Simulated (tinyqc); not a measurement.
Rate against temperature: collinear exchange A + BC -> AB + C on a London-Eyring-Polanyi-Sato surface: saddle, string of images and rate. Computed by tinyqc, a small Python program. Command: `OMP_NUM_THREADS=1 python tinyqc.py 3113692 3113693 out.jsonl leps walk`. One thread of a shared host (Intel(R) Xeon(R) Processor @ 2.30GHz), about 0.04 s of CPU time with the checks.

x = r(AB), y = r(BC), r(AC) = x + y. V is counted from separated atoms, the barrier from A + BC, that is V + D(BC).

Inputs (values chosen for the exercise, bond data loosely for abstraction of hydrogen from a Ge-H bond by a hydrogen atom; the barrier is not fitted):
```
quantity            value           unit
D(AB)                4.75             eV
r0(AB)              0.742       angstrom
beta(AB)             1.94     1/angstrom
D(BC)                3.71             eV
r0(BC)               1.53       angstrom
beta(BC)             1.45     1/angstrom
D(AC)                 3.8             eV
r0(AC)               1.53       angstrom
beta(AC)             1.45     1/angstrom
Sato parameter S     0.18              -
mass of A           1.008              u
mass of B           1.008              u
mass of C            72.6              u
temperature T         900              K
step of the string  0.015  angstrom^2/eV
```

Constants: nu for 1 eV/(angstrom^2 u) = 15.6333042 THz; h x 1 THz = 4.135667696 meV; k_B = 1.380649e-23 J/K; u = 1.6605390666e-27 kg; k_B = 8.617333262e-05 eV/K.

Method:
- For each pair, with u = exp(-beta (r - r0)): Q = D [(3 + S) u^2 - (2 + 6 S) u]/(4 (1 + S)), J = D [(1 + 3 S) u^2 - (6 + 2 S) u]/(4 (1 + S)); V = Q1 + Q2 + Q3 - sqrt(((J1 - J2)^2 + (J2 - J3)^2 + (J3 - J1)^2)/2).
- String of 9 images between the fixed ends (r0(AB) + 2, r0(BC)) and (r0(AB), r0(BC) + 2), started on the two straight legs through (r0(AB) + 0.3, r0(BC) + 0.3): each iteration moves the inner images by -step x gradient (central differences) and spaces them evenly again along the broken line (coordinates are kept between 0.2 and 8 angstrom); stop when no coordinate changes by more than 1e-5 angstrom, at most 400 iterations.
- From the highest inner image, z -> z - H^-1 g with gradient g and Hessian H by central differences, steps capped at 0.15 angstrom, 12 steps.
- Wilson matrix G = [[1/m_A + 1/m_B, -1/m_B], [-1/m_B, 1/m_B + 1/m_C]]; eigenvalues lambda of G H give nu = 15.6333042 THz x sqrt(|lambda|), the negative one being imaginary. Reactant: nu_BC from k = 2 D beta^2 and 1/m_B + 1/m_C. Skew angle: cos = sqrt(m_A m_C/((m_A + m_B)(m_B + m_C))).
- One-dimensional rate constant without tunnelling, k = sqrt(k_B T/(2 pi mu)) [sinh(h nu_BC/(2 k_B T))/sinh(h nu_s/(2 k_B T))] exp(-barrier/(k_B T)) with mu = m_A (m_B + m_C)/(m_A + m_B + m_C); Wigner factor 1 + (h nu_i/(k_B T))^2/24; adiabatic barrier = barrier + h (nu_s - nu_BC)/2.

nu_BC = 61.9277 THz

real frequency at the saddle = 37.1407 THz

barrier = 0.117861 eV

imaginary frequency = 32.2848 THz

adiabatic barrier = 0.0666054 eV

Rates; the last column is k_B T^2 d ln k/dT:
```
T (K)    k (cm/s)  Wigner factor  activation energy (eV)
300    4.8174e+03         2.1114                 0.07992
400    1.0683e+04         1.6252                 0.08549
550    2.1741e+04         1.3307                 0.09540
750    3.8548e+04         1.1778                 0.10968
1000   6.0749e+04         1.1000                 0.12694
1400   9.6075e+04         1.0510                 0.15182
2000   1.4540e+05         1.0250                 0.18469
```

What follows from these numbers?

The activation energy goes from 0.080 eV at 300 K, near the adiabatic barrier plus k_B T/2 (0.080), to 0.185 eV at 2000 K; the classical limit is the barrier plus k_B T/2 (0.204). Caution: the adiabatic barrier is below k_B T, so the saddle is a poor dividing surface.

Extremes, crossings and ranges named in words are read from the listed rows.
